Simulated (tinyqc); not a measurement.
Hubbard ring of 3 sites, step by step. Computed by tinyqc, a small Python program that keeps every step. Settings: hopping = 1.32, U = 9.2, mixing = 1, iteration cap = 80. Command: `OMP_NUM_THREADS=1 python tinyqc.py 22488 22489 out.jsonl` (the two numbers bound the seeds that draw the settings). One thread of a shared host (Intel(R) Xeon(R) Processor @ 2.60GHz), about 0.2 s of CPU time with the checks. Later iterations appear only in the table of the cycle.

## Mean-field iteration 1

one-body matrix (hopping and site energies) (eV), lower triangle:
```
           1          2         3
1   0.000000
2  -1.320000   0.000000
3  -1.320000  -1.320000  0.000000
```

U = 9.200000 eV

electrons, up and down: 2  1

mixing = 1

n(up) at the start (a guess, not normalised): 1 0.967000, 2 0.367000, 3 0.967000

n(down) at the start (a guess): 1 0.033000, 2 0.633000, 3 0.033000

H(up) = T + U n(down), H(down) = T + U n(up); fill the lowest levels; n(new) = n + mixing (n(out) - n); E = tr T (rho up + rho down) + U sum n_up n_down of the output.

levels, up (eV): -1.492706  1.623600  6.299906

levels, down (eV): 2.666631  8.286169  10.216400

energy = -0.602882 eV

n(up) after iteration 1: 1 0.969439, 2 0.061123, 3 0.969439

n(down) after iteration 1: 1 0.063152, 2 0.873696, 3 0.063152

## Mean-field iteration 2

As before.

levels, up (eV): -1.119541  1.900997  8.418544

levels, down (eV): 0.097756  8.063408  10.238835

energy = -0.758488 eV

n(up) after iteration 2: 1 0.980052, 2 0.039897, 3 0.980052

n(down) after iteration 2: 1 0.029161, 2 0.941678, 3 0.029161

## Mean-field iteration 3

As before.

levels, up (eV): -1.398068  1.588281  9.009787

levels, down (eV): -0.081012  8.144537  10.336475

energy = -0.762653 eV

n(up) after iteration 3: 1 0.983361, 2 0.033278, 3 0.983361

n(down) after iteration 3: 1 0.027236, 2 0.945528, 3 0.027236

## Convergence

Each step fills the lowest levels of T + U n(other spin) and sets n(new) = n + mixing (n(out) - n); stop when output and input agree to 1e-8.

Course of the cycle:
```
iteration       E (eV)  largest |n(out) - n(in)|  mean |n_up - n_down|
1          -0.60288151                  3.06e-01              0.875049
2          -0.75848842                  6.80e-02              0.934521
3          -0.76265321                  6.62e-03              0.941500
4          -0.76271869                  1.13e-03              0.942469
5          -0.76271962                  9.46e-05              0.942568
6          -0.76271964                  1.58e-05              0.942582
7          -0.76271964                  1.33e-06              0.942584
8          -0.76271964                  2.22e-07              0.942584
9          -0.76271964                  1.86e-08              0.942584
10         -0.76271964                  3.12e-09              0.942584
```

local moments n_up - n_down: 1 0.956938, 2 -0.913876, 3 0.956938

Converged in 10 iterations. Before convergence this energy mixes input and output and is not variational, so it may rise towards its limit.

## The many-body Hamiltonian

Basis: all placements (u, d, 2, 0 on each site), up operators ordered before down ones; hops carry the sign of the same-spin electrons passed.

H (eV), lower triangle:
```
           2u0        u20        uud        20u        udu        u02        duu        02u
2u0   9.200000
u20  -1.320000   9.200000
uud  -1.320000  -1.320000   0.000000
20u  -1.320000   0.000000   0.000000   9.200000
udu   0.000000  -1.320000   0.000000  -1.320000   0.000000
u02   0.000000   0.000000  -1.320000  -1.320000  -1.320000   9.200000
duu   1.320000   0.000000   0.000000  -1.320000   0.000000   0.000000   0.000000
02u   0.000000   1.320000   0.000000   0.000000  -1.320000   0.000000  -1.320000   9.200000
0u2   0.000000   0.000000   1.320000   0.000000   0.000000  -1.320000  -1.320000  -1.320000

          0u2
0u2  9.200000
```

## Exact diagonalisation (9 states)

Lowest levels of the sector, and the double occupancy of the lowest state.

lowest levels (eV): -1.070928  -1.070928  0.000000  7.506363  7.506363  9.200000

double occupancy per site = 0.034417

The mean-field solution above lies 0.3082 eV above the exact energy.

## The lowest level by Lanczos steps

From a random start vector (not printed): a_j = <q_j|H|q_j>, b_j = norm of the remainder after orthogonalising; the Ritz value is the lowest eigenvalue of the tridiagonal matrix of a and b so far.

Lanczos:
```
j  a_j (eV)  b_j (eV)  lowest Ritz value (eV)
1  3.908965  4.575504              3.90896470
2  3.608826  1.653820             -0.81906876
3  8.867225  3.125889             -0.96482846
4  3.576974  4.490817             -1.00495736
5  7.638011         0             -1.07092844
```
